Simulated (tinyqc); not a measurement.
Thermal boundary conductance by the acoustic and diffuse mismatch models: one step, computed by the program tinyqc.

Each side has one longitudinal and two transverse Debye branches, omega = v q up to q_D = (6 pi^2 n)^(1/3), with n counting all atoms. Scattering at the interface is elastic. Electrons are left out of G, also for metals. Melting is ignored. G refers to the temperatures of the phonons sent towards the interface. Linear branches over all atoms overstate G at high T, most for crystals with several atoms a cell.

Task: Cut-off frequencies and impedances. omega_c = v q_D for each branch, given as hbar omega_c/k_B; impedance Z = rho v.

Inputs (values chosen for the exercise, modelled on gallium nitride (side 1) and magnesium oxide (side 2)):

| quantity | value | unit |
|---|---|---|
| density rho_1 | 6.18 | g/cm^3 |
| longitudinal velocity vL_1 | 7950 | m/s |
| transverse velocity vT_1 | 4240 | m/s |
| atom density n_1 | 85.4 | 1/nm^3 |
| density rho_2 | 3.66 | g/cm^3 |
| longitudinal velocity vL_2 | 9830 | m/s |
| transverse velocity vT_2 | 6010 | m/s |
| atom density n_2 | 105 | 1/nm^3 |

Structure: superlattice.

Constants: hbar = 1.054571817e-34 J s; k_B = 1.380649e-23 J/K.

Give: Branches.

Result:

Branches:

| branch | v (m/s) | cut-off (K) | Z (1e6 kg/(m^2 s)) |
|---|---|---|---|
| L, side 1 | 7950 | 1042 | 49.1310 |
| T, side 1 | 4240 | 556 | 26.2032 |
| L, side 2 | 9830 | 1381 | 35.9778 |
| T, side 2 | 6010 | 844 | 21.9966 |
